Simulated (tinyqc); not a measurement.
# Dead time and true rate from two light levels

Inverse problem. A non-paralysable detector measures m = n/(1 + n td); dark counts are negligible. Find td and the true rate at the lower flux.

measured rates at a photon flux and at four times that flux (1/s): 5.0359712e6  1.5469613e7

Answer. 1/m = 1/n + td, so the difference of the inverse rates is 3/(4 n).

td = 20.00 ns
n = 5.600e6 1/s

tinyqc, about 0.01 s, one thread, Intel Xeon 2.30GHz (shared host): `OMP_NUM_THREADS=1 python tinyqc.py 2630149 2630150 out.jsonl`
